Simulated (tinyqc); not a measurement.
# Hexagonal on-chip spiral inductor, lumped pi model: effects of single changes

Outer diameter do = di + 2 n wd + 2 (n - 1) sp, mean da = (do + di)/2, fill p = (do - di)/(do + di), length l = 3.464 n da. L = 2.33 mu0 n^2 da/(1 + 3.82 p), mu0 = 4 pi 1e-7 H/m. Rs = rho l/(wd delta (1 - exp(-th/delta))), delta = sqrt(rho/(pi f mu0)). Cs = n wd^2 eps0 eo/hu across the coil. At each end Cox = l wd eps0 eo/(2 ho) leads to the substrate branch Rsi = 2 rs he/(l wd) in parallel with Csi = l wd eps0 11.7/(2 he). With one end grounded Y = 1/(Rs + i w L) + i w Cs + 1/[1/(i w Cox) + 1/(1/Rsi + i w Csi)], w = 2 pi f; Q = -Im Y/Re Y. Eddy currents in neighbouring turns and in the substrate are left out.

Parameters, values chosen for the exercise; values of the order met in silicon radio-frequency processes: number of turns n = 3.5; line width wd = 8 um; space between turns sp = 3 um; inner diameter di = 80 um; metal thickness th = 3.4 um; metal resistivity rho = 1.9 uohm cm; oxide below the coil ho = 9.1 um; oxide between coil and underpass hu = 1.2 um; relative permittivity of the oxide eo = 3; substrate resistivity rs = 10 ohm cm; effective spreading depth in the substrate he = 80 um; frequency f = 2.9 GHz.

Constants: eps0 = 8.8541878128e-12 F/m. Results are converted to the units shown.

Each table varies one quantity; the others keep the values above.

## Quality factor against frequency

Apparent inductance Im(1/Y)/w; share of the loss Re(substrate branch)/Re Y.

Result of one run:

| f (GHz) | Rs (ohm) | w L/Rs | Q | apparent inductance (nH) | loss in the substrate (%) |
|---|---|---|---|---|---|
| 19 | 6.6157 | 34.384 | 7.0289 | 2.6299 | 71.240 |

What becomes of these results when the frequency f is changed from 19 to 11 GHz, all else the same?

Result of the changed run:

| f (GHz) | Rs (ohm) | w L/Rs | Q | apparent inductance (nH) | loss in the substrate (%) |
|---|---|---|---|---|---|
| 11 | 5.0576 | 26.039 | 11.777 | 2.1218 | 49.350 |

The whole series:

| f (GHz) | Rs (ohm) | w L/Rs | Q | apparent inductance (nH) | loss in the substrate (%) |
|---|---|---|---|---|---|
| 0.6 | 1.6801 | 4.2757 | 4.2724 | 1.9065 | 0.017296 |
| 0.98 | 1.9133 | 6.1324 | 6.1166 | 1.9082 | 0.10240 |
| 1.6 | 2.2318 | 8.5830 | 8.5002 | 1.9125 | 0.57348 |
| 2.6 | 2.6633 | 11.688 | 11.254 | 1.9228 | 2.7854 |
| 4.3 | 3.2753 | 15.718 | 13.671 | 1.9470 | 11.013 |
| 7 | 4.0785 | 20.549 | 13.958 | 2.0002 | 28.501 |
| 11 | 5.0576 | 26.039 | 11.777 | 2.1218 | 49.350 |
| 19 | 6.6157 | 34.384 | 7.0289 | 2.6299 | 71.240 |
| 31 | 8.4422 | 43.963 | 1.7930 | 5.6058 | 84.277 |

Q goes from 4.27 through a maximum of 14.0 (at f = 7 GHz among the rows listed) to 1.79; the exact peak is 14.2 at 5.79 GHz and Q reaches zero at the self-resonance, 36.1 GHz. The share of the substrate rises from 0.0173 to 84.3 %, and the apparent inductance ends at 2.94 times L. At the peak the substrate takes 20.7 % of the loss. For f = 19, 31 the coil is longer than 0.15 of a wavelength in the oxide, where one lumped section is rough.

## Effect of the metal thickness

Same model as above.

Peak Q and its frequency from a search over f; self-resonance where Im Y = 0; Q at the given f (negative beyond resonance).

The same in every row: L (nH) = 1.905; do (um) = 151.0.

Effect of the metal thickness:

| th (um) | peak Q | f of the peak (GHz) | self-resonance (GHz) | Q at f |
|---|---|---|---|---|
| 0.5 | 8.184 | 10.13 | 36.13 | 4.212 |
| 0.9 | 10.52 | 8.318 | 36.14 | 6.537 |
| 1.5 | 12.39 | 7.062 | 36.14 | 8.878 |
| 2 | 13.23 | 6.505 | 36.14 | 10.13 |
| 3 | 14.03 | 5.923 | 36.14 | 11.55 |
| 4 | 14.31 | 5.663 | 36.14 | 12.19 |
| 6 | 14.45 | 5.496 | 36.14 | 12.63 |
| 9 | 14.47 | 5.463 | 36.14 | 12.73 |

As th goes from 0.5 to 9, L stays at 1.91 nH, the peak Q rises from 8.18 to 14.5, its frequency falls from 10.1 to 5.46 GHz and the self-resonance stays near 36.1 GHz. Once th exceeds a few skin depths Rs no longer falls.

tinyqc, about 0.01 s, one thread, Intel Xeon 2.30GHz (shared host): `OMP_NUM_THREADS=1 python tinyqc.py 2302064 2302065 out.jsonl`
